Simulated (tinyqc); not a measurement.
Length of a molecular wire: coherent transport through a tight-binding bridge. Computed by the program tinyqc. T = Gamma_L Gamma_R |G_1n|^2 with the self-energies of semi-infinite chains.

A uniform bridge between two chains:

| parameter | value |
|---|---|
| site energy (eV) | 2.280000 |
| hopping in the bridge (eV) | 0.800000 |
| lead hopping (eV) | 2.250000 |
| couplings (eV) | 0.51, 1.06 |
| E (eV) | -0.390000 |

Transmission against length:

| sites | T | ln T |
|---|---|---|
| 2 | 3.4753e-03 | -5.662 |
| 3 | 3.8444e-04 | -7.864 |
| 4 | 4.2577e-05 | -10.064 |
| 5 | 4.7159e-06 | -12.265 |
| 6 | 5.2235e-07 | -14.465 |
| 7 | 5.7858e-08 | -16.665 |
| 8 | 6.4087e-09 | -18.866 |
| 9 | 7.0986e-10 | -21.066 |
| 10 | 7.8627e-11 | -23.266 |

What does the comparison show, and why?

E lies outside the band of the bridge (|E - e|/2h = 1.669 > 1), so T decays as exp(-beta n) with beta = 2 arccosh(1.669) = 2.2003 a site; the last two rows give 2.2003.
